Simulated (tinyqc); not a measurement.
Inside a calculation. Model: grain-boundary diffusion: Harrison regimes, Fisher and Le Claire analysis, Hart average. Computed by tinyqc, a small Python program that keeps every step. Command: `OMP_NUM_THREADS=1 python tinyqc.py 3025457 3025458 out.jsonl gbdiff walk`. One thread of a shared host (Intel(R) Xeon(R) Processor @ 2.30GHz), about 0.01 s of CPU time with the checks. Intermediate numbers are printed to about 5 digits and carried at full precision; extremes and crossings named in words are read from the listed rows.

A boundary is a slab of width delta with diffusivity D_b, normal to a surface held at constant concentration; it leaks into grains of diffusivity D.

Inputs (values chosen for the exercise, for a model polycrystal): melting point T_m = 2640 K; lattice prefactor D0 = 6.5e-05 m^2/s; lattice activation energy E = 4.39 eV; boundary prefactor D0b = 7.9e-05 m^2/s; boundary activation energy E_b = 2.42 eV; boundary width delta = 0.74 nm; segregation factor s = 10; grain size d = 0.14 um; temperature T = 1650 K; time t = 3500 s.

Constants: k_B = 8.617333262e-05 eV/K.

## Diffusivities

D = D0 exp(-E/(k_B T)), D_b = D0b exp(-E_b/(k_B T)). Triple product P = s delta D_b.

D = 2.5354e-18 m^2/s

D_b = 3.2059e-12 m^2/s

triple product P = 2.3724e-20 m^3/s

At T/T_m = 0.62 the boundary is 1.3e6 times faster than the lattice.

## Regime

l = sqrt(D t); P = s delta D_b; alpha = s delta/(2 l); beta = P/(2 D l). Regime A if l > 3 d, C if alpha > 1, B if alpha < 0.1, l < d/4 and beta > 10, otherwise a transition.

lattice diffusion length l = 0.094202 um

alpha = 0.039277

beta = 49665

Regime: transition

The run lies between the ideal regimes.

## Effective diffusivity

Hart average for parallel slabs: f = delta/d, D_eff = (s f D_b + (1 - f) D)/(1 - f + s f); share of the boundaries = s f D_b/(s f D_b + (1 - f) D); depth sqrt(D_eff t).

boundary fraction f = 0.0052857

D_eff = 1.6176e-13 m^2/s

share of the boundaries = 0.99999

depth sqrt(D_eff t) = 23.794 um

Caution: outside regime A (which needs sqrt(D t) above about 3 d) the Hart average and its depth are formal: they describe a profile only in regime A or at steady state.

## Penetration along an isolated boundary

Fisher: the mean concentration falls as exp(-y/y_F), y_F = sqrt(P) (pi t/(4 D))^(1/4), with the boundary equation P d2c/dy2 = 2 c sqrt(D/(pi t)). Le Claire (from the Whipple solution): ln c falls as -(y/y_L)^(6/5) with P = 1.322 sqrt(D/t) y_L^2.

Fisher depth y_F = 27.949 um

Le Claire depth y_L = 25.821 um

The tail reaches 274 lattice lengths l; y_L/l = sqrt(2 beta/1.322). Caution: the Fisher and Le Claire forms need regime B with beta above 10.

## Whipple integral against the two closed forms

Whipple, boundary part of the mean concentration in units of c0 l per boundary, for D_b/D far above beta: c(eta) = (2 eta/sqrt(pi)) int_1^infinity exp(-eta^2/(4 u)) u^(-3/2) [exp(-Y^2)/sqrt(pi) - Y erfc(Y)] du with Y = (u - 1)/(2 beta), eta = y/l; w = eta/sqrt(beta). The last columns are -ln[c(y)/c(w = 1)] from the integral, from Fisher, (y - y1)/y_F, and from Le Claire, (y/y_L)^(6/5) - (y1/y_L)^(6/5), with y1 the depth at w = 1.

Tail of the profile:
```
w     y (um)           c  Whipple  Fisher  Le Claire
1.5    31.49  4.8310e-01    0.530  0.3756      0.489
2.0    41.99  2.8008e-01    1.075  0.7511      1.012
3.0    62.98  9.0157e-02    2.209  1.5023      2.135
4.0    83.97  2.7494e-02    3.396  2.2534      3.337
5.0   104.97  7.9726e-03    4.634  3.0045      4.601
6.0   125.96  2.2052e-03    5.919  3.7556      5.917
8.0   167.95  1.4800e-04    8.621  5.2579      8.679
10.0  209.93  8.4645e-06   11.482  6.7601     11.583
```

At w = 10 the integral has fallen by 11.48 in the logarithm, Fisher by 6.76 and Le Claire by 11.58: the true tail bends down faster than an exponential, which is why profiles are plotted against y^(6/5). Caution: outside regime B these isolated-boundary profiles are formal.

## Lattice against boundary over temperature

D_eff = (s f D_b + (1 - f) D)/(1 - f + s f), f = delta/d; share of the boundaries = s f D_b/(s f D_b + (1 - f) D).

Diffusivities (m^2/s):
```
T/T_m  T (K)           D         D_b       D_eff   share      regime
0.3      792  7.5471e-33  3.1500e-20  1.5894e-21  1.0000           C
0.4     1056  7.2705e-26  2.2291e-16  1.1247e-17  1.0000           C
0.5     1320  1.1268e-21  4.5502e-14  2.2959e-15  1.0000           C
0.6     1584  7.0040e-19  1.5775e-12  7.9596e-14  1.0000  transition
0.7     1848  6.9297e-17  1.9857e-11  1.0020e-12  0.9999           A
0.8     2112  2.1739e-15  1.3270e-10  6.6978e-12  0.9997           A
0.9     2376  3.1710e-14  5.8146e-10  2.9369e-11  0.9990           A
1.0     2640  2.7063e-13  1.8960e-09  9.5921e-11  0.9973           A
```

The apparent activation energy of D_eff is 2.42 eV between the first rows and 2.42 eV between the last, against E_b = 2.42 and E = 4.39 eV. The boundaries carry most of the flux up to the melting point. Caution: the segregation factor is held fixed, although it falls with temperature. Caution: outside regime A, D_eff and the share of the boundaries hold only at steady state.

Checks made by the program: Le Claire's slope against the Whipple integral (relative difference 2e-02).
